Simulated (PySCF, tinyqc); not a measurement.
Worked calculation: CIS and TDHF on RHF in the sto-6g basis, for BeH+, spin multiplicity 1. The lowest restricted solution is unstable here: a spin-polarised one lies 0.0247 hartree lower (PySCF). One step of it, computed by the program tinyqc.

Task: TDHF (RPA) singlet states. B(ia,jb) = 2 (ia|jb) - (ib|ja); the squared energies are the eigenvalues of (A - B)(A + B); 1 hartree = 27.211386 eV.

CIS matrix A, singlet (hartree), lower triangle:
```
,1>3,1>4,1>5,1>6,2>3,2>4,2>5,2>6
1>3,4.343117
1>4,0.000000,4.386928
1>5,0.000000,0.000000,4.386928
1>6,0.091268,0.000000,0.000000,4.626423
2>3,0.011182,0.000000,0.000000,-0.019328,0.194635
2>4,0.000000,0.034952,0.000000,0.000000,0.000000,0.251174
2>5,0.000000,0.000000,0.034952,0.000000,0.000000,0.000000,0.251174
2>6,-0.020642,0.000000,0.000000,0.016231,0.063624,0.000000,0.000000,0.439174
```

Two-electron integrals over orbitals (pq|rs), unique and non-zero (hartree):
```
p,q,r,s,(pq|rs)
1,1,1,1,2.284708
2,1,1,1,-0.180673
2,1,2,1,0.023953
2,2,1,1,0.448037
2,2,2,1,-0.002553
2,2,2,2,0.428033
3,1,1,1,-0.173949
3,1,2,1,0.019926
3,1,2,2,-0.012401
3,1,3,1,0.026270
3,2,1,1,0.101941
3,2,2,1,-0.006102
3,2,2,2,-0.060532
3,2,3,1,0.000661
3,2,3,2,0.081038
3,3,1,1,0.502804
3,3,2,1,-0.009861
3,3,2,2,0.334094
3,3,3,1,0.001027
3,3,3,2,0.023607
3,3,3,3,0.404433
4,1,4,1,0.015872
4,2,4,1,0.014539
4,2,4,2,0.047541
4,3,4,1,0.013569
4,3,4,2,0.036607
4,3,4,3,0.046122
4,4,1,1,0.570111
4,4,2,1,-0.005873
4,4,2,2,0.342477
4,4,3,1,-0.005669
4,4,3,2,0.053593
4,4,3,3,0.368458
4,4,4,4,0.450117
5,1,5,1,0.015872
5,2,5,1,0.014539
5,2,5,2,0.047541
5,3,5,1,0.013569
5,3,5,2,0.036607
5,3,5,3,0.046122
5,4,5,4,0.024258
5,5,1,1,0.570111
5,5,2,1,-0.005873
5,5,2,2,0.342477
5,5,3,1,-0.005669
5,5,3,2,0.053593
5,5,3,3,0.368458
5,5,4,4,0.401601
5,5,5,5,0.450117
6,1,1,1,-0.071193
6,1,2,1,0.012576
6,1,2,2,0.007939
6,1,3,1,0.001428
6,1,3,2,-0.008096
6,1,3,3,-0.013251
6,1,4,4,-0.001755
6,1,5,5,-0.001755
6,1,6,1,0.015039
6,2,1,1,0.133063
6,2,2,1,-0.000881
6,2,2,2,-0.006572
6,2,3,1,-0.008753
6,2,3,2,0.060126
6,2,3,3,-0.007394
6,2,4,4,0.070439
6,2,5,5,0.070439
6,2,6,1,0.006883
6,2,6,2,0.111633
6,3,1,1,-0.088413
6,3,2,1,0.003136
6,3,2,2,0.056628
6,3,3,1,-0.005040
6,3,3,2,-0.078580
6,3,3,3,-0.038196
6,3,4,4,-0.046500
6,3,5,5,-0.046500
6,3,6,1,0.008500
6,3,6,2,-0.062503
6,3,6,3,0.095336
6,4,4,1,0.005847
6,4,4,2,0.022371
6,4,4,3,0.004515
6,4,6,4,0.021092
6,5,5,1,0.005847
6,5,5,2,0.022371
6,5,5,3,0.004515
6,5,6,5,0.021092
6,6,1,1,0.479877
6,6,2,1,-0.002466
6,6,2,2,0.433588
6,6,3,1,-0.010711
6,6,3,2,-0.061233
6,6,3,3,0.364110
6,6,4,4,0.348741
6,6,5,5,0.348741
6,6,6,1,0.006687
6,6,6,2,-0.023253
6,6,6,3,0.053293
6,6,6,6,0.463892
```

Give: TDHF matrix B, singlet; squared energies w^2; TDHF energies from the positive w^2.

Result:

TDHF matrix B, singlet (hartree), lower triangle:
```
,1>3,1>4,1>5,1>6,2>3,2>4,2>5,2>6
1>3,0.0263
1>4,0.0000,0.0159
1>5,0.0000,0.0000,0.0159
1>6,0.0014,0.0000,0.0000,0.0150
2>3,0.0007,0.0000,0.0000,-0.0074,0.0810
2>4,0.0000,0.0145,0.0000,0.0000,0.0000,0.0475
2>5,0.0000,0.0000,0.0145,0.0000,0.0000,0.0000,0.0475
2>6,-0.0094,0.0000,0.0000,0.0069,0.0601,0.0000,0.0000,0.1116
```

squared energies w^2 (hartree^2): 0.0274  0.0607  0.0607  0.1851  18.6311  19.2471  19.2471  21.6533

TDHF energies from the positive w^2 (eV): 4.5018  6.7031  6.7031  11.7058  117.4545  119.3803  119.3803  126.6230
